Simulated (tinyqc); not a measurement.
# p-type polysilicon, carrier trapping at grain boundaries: effect of the doping

One-dimensional grains of size Lg, uniform ionised doping N, monovalent traps Qt at each boundary at a depth Et below (for electrons) or above (for holes) the band edge there, abrupt depletion of width W on each side of a boundary, Boltzmann statistics. xi is the distance from the band edge at the grain centre to the Fermi level. Trapped charge Qt/(1 + exp((xi + VB - Et)/Vt)) = 2 N W, barrier VB = q N W^2/(2 eps0 eps_r).

If the trap equation with xi = Vt ln(NB/N) has a root W < Lg/2, the grain is partly depleted; otherwise W = Lg/2 and the trap equation gives xi = Et - VB + Vt ln(Qt/(N Lg) - 1). N* = Qt/Lg. n0 = NB exp(-xi/Vt); mean density n0 (1 - 2 W/Lg) by charge balance in a partly depleted grain, and n0 (sqrt(pi)/2) erf(u)/u with u = sqrt(VB/Vt) in a fully depleted one; v = sqrt(kB T/(2 pi ms m0)); barrier resistivity Vt exp(VB/Vt)/(q fe n0 v Lg); grain resistivity (1 - 2 W/Lg)/(q n0 mug); effective mobility 1/(q mean density total resistivity). Rows with xi above 0.45 V, towards mid-gap, are left out, since the other carrier type is ignored.

Inputs (values chosen for the exercise); values of the order met in polycrystalline silicon:

| symbol | value | unit | meaning |
|---|---|---|---|
| T | 250 | K | temperature |
| eps_r | 11.7 |  | relative permittivity |
| NB | 2.02e19 | cm^-3 | valence-band density of states at T |
| Lg | 230 | nm | grain size |
| Qt | 5e12 | cm^-2 | trap density of a grain boundary |
| Et | 0.3 | eV | depth of the trap level from the majority band edge at the boundary |
| ms | 0.49 | m0 | mass for thermionic emission |
| fe | 0.5 |  | correction factor of the emission rate |
| mug | 66 | cm^2/(V s) | mobility inside the grains |

Constants: q = 1.602176634e-19 C, kB = 1.380649e-23 J/K, m0 = 9.1093837015e-31 kg, Vt = kB T/q, eps0 = 8.8541878128e-14 F/cm where lengths are in cm. Results are converted to the units shown.

Effect of the doping:
```
N (cm^-3),N/N*,depleted share 2 W/Lg,VB (V),xi (V),mean density (cm^-3),resistivity (ohm cm),effective mobility (cm^2/(V s))
1.1e16,0.050600,1.0000,0.11250,0.25067,6.9219e13,3455.5,26.095
2.2e16,0.10120,0.94611,0.20140,0.14698,1.1855e15,1739.5,3.0267
4.4e16,0.20240,0.67910,0.20752,0.13204,1.4119e16,1156.4,0.38227
8.9e16,0.40940,0.48403,0.21325,0.11687,4.5921e16,745.75,0.18226
1.8e17,0.82800,0.34422,0.21812,0.10169,1.1804e17,462.34,0.11437
3.6e17,1.6560,0.24524,0.22143,0.086762,2.7171e17,269.51,0.085232
7.4e17,3.4040,0.17111,0.22159,0.071239,6.1338e17,132.12,0.077019
1.5e18,6.9000,0.11769,0.21246,0.056017,1.3235e18,42.687,0.11048
3e18,13.800,0.071796,0.15815,0.041085,2.7846e18,1.7425,1.2863
6.1e18,28.060,0.035634,0.079213,0.025796,5.8826e18,0.036545,29.032
```

What does the table show?

As N goes from 1.1e16 to 6.1e18, VB goes from 0.112 through a maximum of 0.222 (at N = 7.4e17 among the rows listed) to 0.0792 V, the resistivity falls from 3460 to 0.0365 ohm cm and the effective mobility goes from 26.1 through a minimum of 0.0770 (at N = 7.4e17 among the rows listed) to 29.0 cm^2/(V s). The steepest fall of the resistivity among the rows, as N^(-5.4), lies between N = 3e18 and 6.1e18 cm^-3; N* = 2.17e17 cm^-3. While the grain is fully depleted VB grows as N; once the traps are full it falls as 1/N. For N = 3e18, 6.1e18 xi is under 2.5 Vt, where Boltzmann statistics begin to fail. For N = 2.2e16 the grain is near the changeover between partial and full depletion, within a few Debye lengths, where both limits are rough.

tinyqc, about 0.01 s, one thread, Intel Xeon 2.30GHz (shared host): `OMP_NUM_THREADS=1 python tinyqc.py 2830069 2830070 out.jsonl`
